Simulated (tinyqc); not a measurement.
Approach to the steady line: permeation of metal atoms or ions through a thin barrier or dielectric: time lag, field-aided drift and lifetime. Computed by tinyqc, a small Python program. Command: `OMP_NUM_THREADS=1 python tinyqc.py 3031880 3031881 out.jsonl barrier walk`. One thread of a shared host (Intel(R) Xeon(R) Processor @ 2.30GHz), about 0.01 s of CPU time with the checks.

The film 0 < x < d is empty at first; C = C0 at x = 0 and C = 0 at x = d. dC/dt = D d2C/dx2 - v dC/dx with drift v = D z e V/(k_B T d) (uniform field, no space charge).

Inputs (values chosen for the exercise, for a model case: singly charged ions through a dielectric):

| quantity | value | unit |
|---|---|---|
| thickness d | 48 | nm |
| prefactor D0 | 6.3e-09 | cm^2/s |
| activation energy E | 0.813 | eV |
| concentration at the source side C0 | 8.4e+14 | 1/cm^3 |
| charge number z | 1 | - |
| voltage V (positive drives ions across) | 0.03 | V |
| test temperature T | 275 | C |

Constants: k_B = 8.617333262e-05 eV/K.

Method:
- D = D0 exp(-E/(k_B T)); time scale d^2/D; Peclet number P = z V/(k_B T), k_B T in eV; 1 nm = 1e-7 cm.
- Temperatures in kelvin are T(C) + 273.15.
- Steady flux J = (D C0/d) P/(1 - exp(-P)); time lag in units of d^2/D: s_L = [P (1 + exp(-P))/(1 - exp(-P)) - 2]/P^2 (P = 0: J = D C0/d, s_L = 1/6).
- Dose through the film Q(s) = C0 d {f (s - s_L) - 2 exp(P/2) sum_(n=1..200) (-1)^n n^2 pi^2 exp(-l_n s)/l_n^2}, l_n = n^2 pi^2 + P^2/4, f = P/(1 - exp(-P)) the relative flux.
- Short-time form for P = 0: Q/(C0 d) = 4 sqrt(s) ierfc(1/(2 sqrt(s))), ierfc(y) = exp(-y^2)/sqrt(pi) - y erfc(y).

Peclet number P = 0.635110

flux relative to D C0/d = 1.35094

time lag s_L = 0.165557

Q/(C0 d):

| s | series | steady line f (s - s_L) | series without field | short-time form, no field |
|---|---|---|---|---|
| 0.03 | 6.6351e-06 | -0.1831 | 4.8419e-06 | 4.8419e-06 |
| 0.05 | 3.6862e-04 | -0.1561 | 2.6934e-04 | 2.6934e-04 |
| 0.08 | 4.3816e-03 | -0.1156 | 3.2066e-03 | 3.2066e-03 |
| 0.12 | 2.0308e-02 | -0.0615 | 1.4887e-02 | 1.4887e-02 |
| 0.20 | 8.3641e-02 | 0.0465 | 6.1464e-02 | 6.1463e-02 |
| 0.30 | 1.9533e-01 | 0.1816 | 1.4382e-01 | 1.4379e-01 |
| 0.50 | 4.5368e-01 | 0.4518 | 3.3479e-01 | 3.3326e-01 |
| 0.80 | 8.5719e-01 | 0.8571 | 6.3341e-01 | 6.1838e-01 |
| 1.20 | 1.3975e+00 | 1.3975 | 1.0333e+00 | 9.7002e-01 |

What follows from these numbers?

The dose lies above the steady line at all times and, among these rows, is within 1 % of it from s = 0.5 on (the lag is s_L = 0.166); for a known P the intercept of that line gives D and its slope D C0. The field changes the dose by a factor 1.37 in the first row and 1.35 in the last; at short times the factor tends to exp(P/2) = 1.37.

Extremes, crossings and ranges named in words are read from the listed rows.
